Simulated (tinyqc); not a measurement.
# CMOS latch-up, two-transistor model: effects of single changes

A parasitic pnp (emitter at Vdd, base shunted by Rw) and npn (emitter at ground, base shunted by Rs) feed each other: the npn collector current flows out of the pnp base node, the pnp collector current into the npn base node. Forward-active transistors with constant gains: Icn = Isn exp(Vn/Vt), Icp = Isp (exp(Vp/Vt) - 1). A current Ii is injected into the npn base node.

Inputs (values chosen for the exercise); values close to those of bulk CMOS:
- T = 273 K (temperature)
- bn = 10.5 (current gain of the npn)
- bp = 4.9 (current gain of the pnp)
- Isn = 4.9e-17 A (saturation current of the npn at T)
- Isp = 2.6e-17 A (saturation current of the pnp at T)
- Rs = 260 ohm (substrate resistance shunting the npn)
- Rw = 4000 ohm (well resistance shunting the pnp)
- R2 = 130 ohm (resistance from the pnp collector to the npn base)
- Von = 0.75 V (base-emitter voltage in the on state)
- Vsat = 0.16 V (saturation voltage)
- Vdd = 2.5 V (supply voltage)

Constants: q = 1.602176634e-19 C, kB = 1.380649e-23 J/K, Vt = kB T/q. Results are converted to the units shown.

Each table varies one quantity; the others keep the values above.

## Effect of the current gain of the pnp

Node equations: Vp/Rw + Icp/bp = Icn and Vn/Rs + Icn/bn = Icp + Ii. Loop gain G = gn gp/[(1/Rw + gp/bp)(1/Rs + gn/bn)], gn = Icn/Vt, gp = (Icp + Isp)/Vt; the off state ends where G = 1, and Ii there is the trigger current. On state with both base-emitter voltages at Von: npn base current Ib = (Von/Rs + bp Von/Rw)/(bn bp - 1), holding current Ih = (bn + 1) Ib + Von/Rs, holding voltage Vh = Vsat + Von + R2 (Ib + Von/Rs).

Effect of the current gain of the pnp:
```
bp	Vn at trigger (V)	trigger current (mA)	Ih (mA)	Vh (V)
0.11	0.7638	2.867	218.4	3.722
0.22	0.7139	2.691	28.57	1.575
0.42	0.6923	2.637	12.88	1.398
0.83	0.6800	2.618	7.416	1.336
1.6	0.6777	2.615	5.203	1.311
3.2	0.6770	2.614	4.114	1.299
6.2	0.6768	2.613	3.611	1.293
12	0.6767	2.613	3.357	1.290
```

As bp goes from 0.11 to 12, the trigger current falls from 2.87 to 2.61 mA, Ih falls from 218 to 3.36 mA and Vh falls from 3.72 to 1.29 V. Vh exceeds the supply Vdd = 2.5 V, which then cannot sustain a latched state, in 1 of the 8 rows. For bp = 0.057 the product of the gains is about one or less, so there is no latched state. For bp = 0.11 the holding current passes 50 mA, where high injection lowers the gains. For bp = 0.11 Vn at the trigger exceeds the fixed Von of the on-state formulas, so Ih and Vh are too low there.

## Effect of the substrate resistance shunting the npn

Same model as above.

Results:
```
Rs (ohm)	Vn at trigger (V)	trigger current (mA)	Ih (mA)	Vh (V)
26	0.6849	26.16	35.63	4.737
50	0.6797	13.57	18.63	2.901
97	0.6781	6.992	9.704	1.937
190	0.6772	3.573	5.057	1.436
700	0.6760	0.9778	1.525	1.054
1300	0.6756	0.5322	0.9179	0.9889
2600	0.6753	0.2724	0.5636	0.9506
```

Estimate the missing row, Rs = 360 ohm.

Computed row:
```
Rs (ohm)	Vn at trigger (V)	trigger current (mA)	Ih (mA)	Vh (V)
360	0.6766	1.890	2.768	1.189
```

With this row back in the table: As Rs goes from 26 to 2600 ohm, the trigger current falls from 26.2 to 0.272 mA, Ih falls from 35.6 to 0.564 mA and Vh falls from 4.74 to 0.951 V. Vh exceeds the supply Vdd = 2.5 V, which then cannot sustain a latched state, in 2 of the 8 rows. The trigger current goes as Rs^(-0.99): most of it flows through the shunt.

tinyqc, about 0.06 s, one thread, Intel Xeon 2.30GHz (shared host): `OMP_NUM_THREADS=1 python tinyqc.py 2670108 2670109 out.jsonl`
